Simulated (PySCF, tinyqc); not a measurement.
Worked calculation: CIS and TDHF on RHF in the sto-3g basis, frozen core, for BeH+, spin multiplicity 1. The lowest restricted solution is unstable here: a spin-polarised one lies 0.0255 hartree lower (PySCF). One step of it, computed by the program tinyqc.

Problem. CIS matrix, triplets. A(ia,jb) = (e_a - e_i) d_ij d_ab - (ij|ab).

orbital energies (hartree): MO1 -4.972893, MO2 -0.614343, MO3 -0.248672, MO4 -0.113541, MO5 -0.113541, MO6 0.033625

Two-electron integrals over orbitals (pq|rs), unique and non-zero (hartree); the lowest 1 orbital is frozen and left out:
```
(22|22) 0.424572    (32|22) -0.059476   (32|32) 0.083504    (33|22) 0.335679
(33|32) 0.020576    (33|33) 0.400338    (42|42) 0.048263    (43|42) 0.036840
(43|43) 0.045485    (44|22) 0.342857    (44|32) 0.054643    (44|33) 0.365301
(44|44) 0.449859    (52|52) 0.048263    (53|52) 0.036840    (53|53) 0.045485
(54|54) 0.024249    (55|22) 0.342857    (55|32) 0.054643    (55|33) 0.365301
(55|44) 0.401360    (55|55) 0.449859    (62|22) -0.004133   (62|32) 0.059553
(62|33) -0.010863   (62|44) 0.069325    (62|55) 0.069325    (62|62) 0.109155
(63|22) 0.055888    (63|32) -0.081694   (63|33) -0.035051   (63|44) -0.048053
(63|55) -0.048053   (63|62) -0.062122   (63|63) 0.098919    (64|42) 0.021842
(64|43) 0.003878    (64|64) 0.020809    (65|52) 0.021842    (65|53) 0.003878
(65|65) 0.020809    (66|22) 0.430064    (66|32) -0.060354   (66|33) 0.366054
(66|44) 0.348785    (66|55) 0.348785    (66|62) -0.021054   (66|63) 0.052135
(66|66) 0.460400
```

Give: CIS matrix A, triplet.

Solution.

CIS matrix A, triplet (hartree):
```
        2>3    2>4    2>5     2>6
2>3   0.030  0.000  0.000  -0.056
2>4   0.000  0.158  0.000   0.000
2>5   0.000  0.000  0.158   0.000
2>6  -0.056  0.000  0.000   0.218
```
